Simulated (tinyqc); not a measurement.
Pinning factor and decay constant from two barriers.

Inverse problem. phiB = S (phiM - chi) + (1 - S)(Eg - E0) with S = 1/(1 + (1/S0 - 1) exp(-be ti)). Find S0, S at the given thickness and be.

Values chosen for this exercise; semiconductor values close to those of silicon; interlayer mass of the order of that in aluminium oxide, offset chosen freely:
```
symbol  value  unit                                         meaning
Eg       1.12    eV                                        band gap
chi       4.2    eV                               electron affinity
E0       0.35    eV  charge-neutrality level above the valence band
phiM     4.22    eV                             metal work function
```

phiB at ti = 0, 0.5 nm (eV): [0.575, 0.14556419]

Answer. Each barrier gives its S by linear interpolation between the pinned and the unpinned value; the ratio of the two values of 1/S - 1 is exp(be ti).

S0 = 0.260
S = 0.833
be = 5.30 1/nm

Numbers from tinyqc (`OMP_NUM_THREADS=1 python tinyqc.py 2270053 2270054 out.jsonl`; about 0.02 s on one thread of a shared Intel Xeon 2.30GHz).
